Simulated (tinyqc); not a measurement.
Rapid thermal processing of a wafer: radiative balance, ramp and cooling, pattern effects, pyrometer error and spike budget: one step, computed by the program tinyqc.

The wafer is opaque and uniform through its thickness unless said otherwise; temperatures in formulas are in kelvin (C + 273.15). sigma = 5.670374419e-12 W/(cm^2 K^4).

Problem. Pyrometer error. Signal proportional to eps/(exp(c2/(lambda T)) - 1), c2 = h c/k_B. If the assumed emissivity is too high by the given error, the reading T' solves (1 + error)/(exp(c2/(lambda T')) - 1) = 1/(exp(c2/(lambda T)) - 1). Wien estimate: T' - T = -lambda T^2 ln(1 + error)/c2. Process rates go as exp(-E_a/(k_B T)).

Inputs (values chosen for the exercise, modelled on a hot silicon wafer):

| quantity | value | unit |
|---|---|---|
| process temperature | 820 | C |
| starting temperature | 400 | C |
| pyrometer wavelength | 3.8 | micrometre |
| error of the assumed emissivity | 4.4 | % |
| activation energy of the process E_a | 2 | eV |

Constants: h = 6.62607015e-34 J s; c = 299792458 m/s; k_B = 1.380649e-23 J/K; k_B = 8.617333262e-05 eV/K.

Give: c2; c2/(lambda T); reading less true temperature; Wien estimate; rate at T over rate at T', less 1.

Solution.

c2 = 14388 micrometre K

c2/(lambda T) = 3.4636

reading less true temperature = -13.016 K

Wien estimate = -13.590 K

rate at T over rate at T', less 1 = 29.156 %

Caution: below about 600 C lightly doped silicon is partly transparent at this wavelength, so its emissivity is not yet the hot value early in the ramp.
